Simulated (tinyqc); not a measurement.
UHF in the sto-6g basis, for BeH+, spin multiplicity 1, step by step (part 3 of 3). Computed by tinyqc, a small Python program that keeps every step (integrals from PySCF). Command: `OMP_NUM_THREADS=1 python tinyqc.py 23587 23588 out.jsonl` (the two numbers bound the seeds that draw the settings). One thread of a shared host (Intel(R) Xeon(R) Processor @ 2.60GHz), about 0.1 s of CPU time with the checks.

Geometry (angstrom):
```
atom         x         y         z
Be    0.000000  0.000000  0.000000
H     0.000000  0.000000  1.202000
```

## Iteration 4: DIIS over 3 matrices

error matrix X^T (FDS - SDF) X (alpha):
$$\begin{pmatrix}
0.000000 & 0.003286 & 0.000014 & 0.000046 & 0.002439 & -0.004889 \\
-0.003286 & 0.000000 & 0.000836 & 0.002835 & -0.001418 & -0.000733 \\
-0.000014 & -0.000836 & 0.000000 & 0.000000 & -0.000440 & 0.002509 \\
-0.000046 & -0.002835 & 0.000000 & 0.000000 & -0.001493 & 0.008505 \\
-0.002439 & 0.001418 & 0.000440 & 0.001493 & 0.000000 & 0.001146 \\
0.004889 & 0.000733 & -0.002509 & -0.008505 & -0.001146 & 0.000000
\end{pmatrix}$$

B (overlaps of the stored error matrices):
$$\begin{pmatrix}
2.9646997e-02 & 1.4982609e-02 & 2.5879355e-03 \\
1.4982609e-02 & 7.9017482e-03 & 1.4083453e-03 \\
2.5879355e-03 & 1.4083453e-03 & 5.3719806e-04
\end{pmatrix}$$

Minimise |sum c_i e_i|^2 with sum c_i = 1: solve [B -1; -1 0][c; lambda] = [0; -1] with B_ij = tr e_i^T e_j summed over both spins, and take F = sum c_i F_i.

DIIS coefficients: [-0.190882, 0.236291, 0.954591]

extrapolated F(alpha) (hartree), order 1Be 1s, 1Be 2s, 1Be 2px, 1Be 2py, 1Be 2pz, 2H 1s:
$$\begin{pmatrix}
-5.098493 & -1.370853 & 0.000016 & -0.000007 & 0.014678 & -0.526511 \\
-1.370853 & -0.862151 & -0.010410 & 0.004270 & -0.171830 & -0.649608 \\
0.000016 & -0.010410 & -0.150257 & -0.001380 & -0.005891 & -0.009614 \\
-0.000007 & 0.004270 & -0.001380 & -0.153056 & 0.002416 & 0.003943 \\
0.014678 & -0.171830 & -0.005891 & 0.002416 & -0.375980 & -0.496359 \\
-0.526511 & -0.649608 & -0.009614 & 0.003943 & -0.496359 & -0.658625
\end{pmatrix}$$

extrapolated F(beta) (hartree), order 1Be 1s, 1Be 2s, 1Be 2px, 1Be 2py, 1Be 2pz, 2H 1s:
$$\begin{pmatrix}
-5.098493 & -1.370853 & -0.000016 & 0.000007 & 0.014678 & -0.526511 \\
-1.370853 & -0.862151 & 0.010410 & -0.004270 & -0.171830 & -0.649608 \\
-0.000016 & 0.010410 & -0.150257 & -0.001380 & 0.005891 & 0.009614 \\
0.000007 & -0.004270 & -0.001380 & -0.153056 & -0.002416 & -0.003943 \\
0.014678 & -0.171830 & 0.005891 & -0.002416 & -0.375980 & -0.496359 \\
-0.526511 & -0.649608 & 0.009614 & -0.003943 & -0.496359 & -0.658625
\end{pmatrix}$$

## Iteration 4: diagonalisation and new density

X, order 1Be 1s, 1Be 2s, 1Be 2px, 1Be 2py, 1Be 2pz, 2H 1s:
$$\begin{pmatrix}
0.157690 & 0.815855 & 0.000000 & 0.000000 & 0.591351 & 0.180067 \\
-1.026577 & -0.589120 & 0.000000 & 0.000000 & 0.432608 & 0.379011 \\
0.000000 & 0.000000 & 0.625775 & 0.780004 & 0.000000 & 0.000000 \\
0.000000 & 0.000000 & 0.780004 & -0.625775 & 0.000000 & 0.000000 \\
-1.054175 & 0.463957 & 0.000000 & 0.000000 & -0.547902 & 0.348843 \\
1.443025 & -0.169323 & 0.000000 & 0.000000 & -0.157121 & 0.504795
\end{pmatrix}$$

Diagonalise F' = X^T F X, C = X C', fill 2 alpha and 2 beta electrons from the bottom; D(s) = C_occ C_occ^T. Each column has its largest component positive (the first on a tie).

F' = X^T F X (alpha) (hartree):
$$\begin{pmatrix}
0.437524 & -0.180846 & 0.000925 & 0.003136 & -0.086726 & -0.034237 \\
-0.180846 & -2.276026 & 0.001542 & 0.005226 & -2.162969 & -0.881877 \\
0.000925 & 0.001542 & -0.153308 & 0.001067 & 0.000075 & -0.003319 \\
0.003136 & 0.005226 & 0.001067 & -0.150006 & 0.000253 & -0.011248 \\
-0.086726 & -2.162969 & 0.000075 & 0.000253 & -2.602156 & -1.043826 \\
-0.034237 & -0.881877 & -0.003319 & -0.011248 & -1.043826 & -1.252549
\end{pmatrix}$$

orbital energies (alpha) (hartree): MO1 -5.099734, MO2 -0.775951, MO3 -0.269819, MO4 -0.153622, MO5 -0.149386, MO6 0.451992

coefficients C (alpha), order 1Be 1s, 1Be 2s, 1Be 2px, 1Be 2py, 1Be 2pz, 2H 1s:
$$\begin{pmatrix}
0.995623 & -0.188109 & -0.189380 & 0.000000 & 0.007399 & 0.100173 \\
0.016386 & 0.503127 & 0.769042 & 0.000000 & -0.022491 & -0.941480 \\
0.000029 & 0.018946 & 0.019604 & 0.379473 & 0.924792 & 0.004046 \\
-0.000012 & -0.007771 & -0.008041 & 0.925203 & -0.379304 & -0.001660 \\
-0.002845 & 0.301756 & -0.645227 & 0.000000 & 0.012370 & -1.113953 \\
0.000696 & 0.504156 & -0.192715 & 0.000000 & -0.012582 & 1.448801
\end{pmatrix}$$

F' = X^T F X (beta) (hartree):
$$\begin{pmatrix}
0.437524 & -0.180846 & -0.000925 & -0.003136 & -0.086726 & -0.034237 \\
-0.180846 & -2.276026 & -0.001542 & -0.005226 & -2.162969 & -0.881877 \\
-0.000925 & -0.001542 & -0.153308 & 0.001067 & -0.000075 & 0.003319 \\
-0.003136 & -0.005226 & 0.001067 & -0.150006 & -0.000253 & 0.011248 \\
-0.086726 & -2.162969 & -0.000075 & -0.000253 & -2.602156 & -1.043826 \\
-0.034237 & -0.881877 & 0.003319 & 0.011248 & -1.043826 & -1.252549
\end{pmatrix}$$

orbital energies (beta) (hartree): MO1 -5.099734, MO2 -0.775951, MO3 -0.269819, MO4 -0.153622, MO5 -0.149386, MO6 0.451992

coefficients C (beta), order 1Be 1s, 1Be 2s, 1Be 2px, 1Be 2py, 1Be 2pz, 2H 1s:
$$\begin{pmatrix}
0.995623 & -0.188109 & -0.189380 & 0.000000 & -0.007399 & 0.100173 \\
0.016386 & 0.503127 & 0.769042 & 0.000000 & 0.022491 & -0.941480 \\
-0.000029 & -0.018946 & -0.019604 & 0.379473 & 0.924792 & -0.004046 \\
0.000012 & 0.007771 & 0.008041 & 0.925203 & -0.379304 & 0.001660 \\
-0.002845 & 0.301756 & -0.645227 & 0.000000 & -0.012370 & -1.113953 \\
0.000696 & 0.504156 & -0.192715 & 0.000000 & 0.012582 & 1.448801
\end{pmatrix}$$

D(alpha) after iteration 4, order 1Be 1s, 1Be 2s, 1Be 2px, 1Be 2py, 1Be 2pz, 2H 1s:
$$\begin{pmatrix}
1.026650 & -0.078328 & -0.003535 & 0.001450 & -0.059596 & -0.094143 \\
-0.078328 & 0.253406 & 0.009533 & -0.003910 & 0.151775 & 0.253666 \\
-0.003535 & 0.009533 & 0.000359 & -0.000147 & 0.005717 & 0.009552 \\
0.001450 & -0.003910 & -0.000147 & 0.000060 & -0.002345 & -0.003918 \\
-0.059596 & 0.151775 & 0.005717 & -0.002345 & 0.091065 & 0.152130 \\
-0.094143 & 0.253666 & 0.009552 & -0.003918 & 0.152130 & 0.254173
\end{pmatrix}$$

D(beta) after iteration 4, order 1Be 1s, 1Be 2s, 1Be 2px, 1Be 2py, 1Be 2pz, 2H 1s:
$$\begin{pmatrix}
1.026650 & -0.078328 & 0.003535 & -0.001450 & -0.059596 & -0.094143 \\
-0.078328 & 0.253406 & -0.009533 & 0.003910 & 0.151775 & 0.253666 \\
0.003535 & -0.009533 & 0.000359 & -0.000147 & -0.005717 & -0.009552 \\
-0.001450 & 0.003910 & -0.000147 & 0.000060 & 0.002345 & 0.003918 \\
-0.059596 & 0.151775 & -0.005717 & 0.002345 & 0.091065 & 0.152130 \\
-0.094143 & 0.253666 & -0.009552 & 0.003918 & 0.152130 & 0.254173
\end{pmatrix}$$

## Iteration 9 (converged): orbitals

converged F(alpha) (hartree), order 1Be 1s, 1Be 2s, 1Be 2px, 1Be 2py, 1Be 2pz, 2H 1s:
$$\begin{pmatrix}
-5.099644 & -1.371126 & 0.000000 & 0.000000 & 0.013845 & -0.526744 \\
-1.371126 & -0.857846 & -0.000029 & 0.000012 & -0.170141 & -0.646324 \\
0.000000 & -0.000029 & -0.153478 & 0.000000 & -0.000020 & -0.000030 \\
0.000000 & 0.000012 & 0.000000 & -0.153478 & 0.000008 & 0.000012 \\
0.013845 & -0.170141 & -0.000020 & 0.000008 & -0.375296 & -0.495702 \\
-0.526744 & -0.646324 & -0.000030 & 0.000012 & -0.495702 & -0.657531
\end{pmatrix}$$

converged F(beta) (hartree), order 1Be 1s, 1Be 2s, 1Be 2px, 1Be 2py, 1Be 2pz, 2H 1s:
$$\begin{pmatrix}
-5.099644 & -1.371126 & 0.000000 & 0.000000 & 0.013845 & -0.526744 \\
-1.371126 & -0.857846 & 0.000029 & -0.000012 & -0.170141 & -0.646324 \\
0.000000 & 0.000029 & -0.153478 & 0.000000 & 0.000020 & 0.000030 \\
0.000000 & -0.000012 & 0.000000 & -0.153478 & -0.000008 & -0.000012 \\
0.013845 & -0.170141 & 0.000020 & -0.000008 & -0.375296 & -0.495702 \\
-0.526744 & -0.646324 & 0.000030 & -0.000012 & -0.495702 & -0.657531
\end{pmatrix}$$

As before.

F' = X^T F X (alpha) (hartree):
$$\begin{pmatrix}
0.437254 & -0.179770 & 0.000002 & 0.000008 & -0.085704 & -0.036535 \\
-0.179770 & -2.275795 & 0.000004 & 0.000013 & -2.163610 & -0.884563 \\
0.000002 & 0.000004 & -0.153478 & 0.000000 & 0.000001 & -0.000010 \\
0.000008 & 0.000013 & 0.000000 & -0.153478 & 0.000003 & -0.000035 \\
-0.085704 & -2.163610 & 0.000001 & 0.000003 & -2.602211 & -1.043487 \\
-0.036535 & -0.884563 & -0.000010 & -0.000035 & -1.043487 & -1.249855
\end{pmatrix}$$

orbital energies (alpha) (hartree): MO1 -5.100879, MO2 -0.771741, MO3 -0.269551, MO4 -0.153478, MO5 -0.153478, MO6 0.451564

coefficients C (alpha), order 1Be 1s, 1Be 2s, 1Be 2px, 1Be 2py, 1Be 2pz, 2H 1s:
$$\begin{pmatrix}
0.995625 & -0.187242 & -0.190167 & 0.000017 & 0.000000 & 0.100563 \\
0.016434 & 0.498307 & 0.771790 & -0.000047 & 0.000000 & -0.942062 \\
0.000000 & 0.000058 & 0.000032 & 0.925203 & 0.379472 & 0.000011 \\
0.000000 & -0.000024 & -0.000013 & -0.379472 & 0.925203 & -0.000004 \\
-0.002605 & 0.302231 & -0.643620 & 0.000016 & 0.000000 & -1.114823 \\
0.000560 & 0.507853 & -0.191044 & -0.000042 & 0.000000 & 1.447786
\end{pmatrix}$$

F' = X^T F X (beta) (hartree):
$$\begin{pmatrix}
0.437254 & -0.179770 & -0.000002 & -0.000008 & -0.085704 & -0.036535 \\
-0.179770 & -2.275795 & -0.000004 & -0.000013 & -2.163610 & -0.884563 \\
-0.000002 & -0.000004 & -0.153478 & 0.000000 & -0.000001 & 0.000010 \\
-0.000008 & -0.000013 & 0.000000 & -0.153478 & -0.000003 & 0.000035 \\
-0.085704 & -2.163610 & -0.000001 & -0.000003 & -2.602211 & -1.043487 \\
-0.036535 & -0.884563 & 0.000010 & 0.000035 & -1.043487 & -1.249855
\end{pmatrix}$$

orbital energies (beta) (hartree): MO1 -5.100879, MO2 -0.771741, MO3 -0.269551, MO4 -0.153478, MO5 -0.153478, MO6 0.451564

coefficients C (beta), order 1Be 1s, 1Be 2s, 1Be 2px, 1Be 2py, 1Be 2pz, 2H 1s:
$$\begin{pmatrix}
0.995625 & -0.187242 & -0.190167 & -0.000017 & 0.000000 & 0.100563 \\
0.016434 & 0.498307 & 0.771790 & 0.000047 & 0.000000 & -0.942062 \\
0.000000 & -0.000058 & -0.000032 & 0.925203 & 0.379473 & -0.000011 \\
0.000000 & 0.000024 & 0.000013 & -0.379473 & 0.925203 & 0.000004 \\
-0.002605 & 0.302231 & -0.643620 & -0.000016 & 0.000000 & -1.114823 \\
0.000560 & 0.507853 & -0.191044 & 0.000042 & 0.000000 & 1.447786
\end{pmatrix}$$

D(alpha) after iteration 9, order 1Be 1s, 1Be 2s, 1Be 2px, 1Be 2py, 1Be 2pz, 2H 1s:
$$\begin{pmatrix}
1.026328 & -0.076941 & -0.000011 & 0.000004 & -0.059184 & -0.094533 \\
-0.076941 & 0.248580 & 0.000029 & -0.000012 & 0.150561 & 0.253076 \\
-0.000011 & 0.000029 & 0.000000 & 0.000000 & 0.000018 & 0.000030 \\
0.000004 & -0.000012 & 0.000000 & 0.000000 & -0.000007 & -0.000012 \\
-0.059184 & 0.150561 & 0.000018 & -0.000007 & 0.091350 & 0.153488 \\
-0.094533 & 0.253076 & 0.000030 & -0.000012 & 0.153488 & 0.257915
\end{pmatrix}$$

D(beta) after iteration 9, order 1Be 1s, 1Be 2s, 1Be 2px, 1Be 2py, 1Be 2pz, 2H 1s:
$$\begin{pmatrix}
1.026328 & -0.076941 & 0.000011 & -0.000004 & -0.059184 & -0.094533 \\
-0.076941 & 0.248580 & -0.000029 & 0.000012 & 0.150561 & 0.253076 \\
0.000011 & -0.000029 & 0.000000 & 0.000000 & -0.000018 & -0.000030 \\
-0.000004 & 0.000012 & 0.000000 & 0.000000 & 0.000007 & 0.000012 \\
-0.059184 & 0.150561 & -0.000018 & 0.000007 & 0.091350 & 0.153488 \\
-0.094533 & 0.253076 & -0.000030 & 0.000012 & 0.153488 & 0.257915
\end{pmatrix}$$

Within a degenerate level the vectors are fixed only up to a rotation; this is one choice.

## Convergence

Stop when the energy changes by less than 1e-08 hartree and every element of the error matrix X^T (F D S - S D F) X (for each spin) is below 3e-05.

Course of the cycle:
```
iteration   E (hartree)     change  largest element of the error matrix
1          -14.53646426          -                             1.87e-01
2          -14.75820590  -2.22e-01                             7.53e-02
3          -14.79892102  -4.07e-02                             3.86e-02
4          -14.81612263  -1.72e-02                             8.51e-03
5          -14.81691485  -7.92e-04                             3.63e-03
6          -14.81709640  -1.82e-04                             3.95e-04
7          -14.81709927  -2.87e-06                             1.08e-04
8          -14.81709931  -3.80e-08                             2.84e-05
9          -14.81709932  -6.88e-09                             1.64e-05
```

PySCF UHF in the same basis, after a stability check = -14.81709932 hartree

Converged in 9 iterations.

## Populations, bond orders and dipole

overlap S, order 1Be 1s, 1Be 2s, 1Be 2px, 1Be 2py, 1Be 2pz, 2H 1s:
$$\begin{pmatrix}
1.000000 & 0.254764 & 0.000000 & 0.000000 & 0.000000 & 0.097541 \\
0.254764 & 1.000000 & 0.000000 & 0.000000 & 0.000000 & 0.517051 \\
0.000000 & 0.000000 & 1.000000 & 0.000000 & 0.000000 & 0.000000 \\
0.000000 & 0.000000 & 0.000000 & 1.000000 & 0.000000 & 0.000000 \\
0.000000 & 0.000000 & 0.000000 & 0.000000 & 1.000000 & 0.559540 \\
0.097541 & 0.517051 & 0.000000 & 0.000000 & 0.559540 & 1.000000
\end{pmatrix}$$

Mulliken: Z minus the diagonal of D S on the atom; Loewdin: the same with S^(1/2) D S^(1/2); Mayer order: 2 sum_s sum (D(s) S)_ij (D(s) S)_ji over the two atoms.

Charges (e):
```
atom  Mulliken   Loewdin  Mulliken spin
1Be   0.930860  0.952965              0
2H    0.069140  0.047035              0
```

Mayer bond orders:
```
pair     order
2-1   0.995220
```

dipole moment about the origin, x y z (debye): [0.000000, 0.000000, -2.940007]

<S^2> of the determinant (pure state: 0) = 1.59e-08
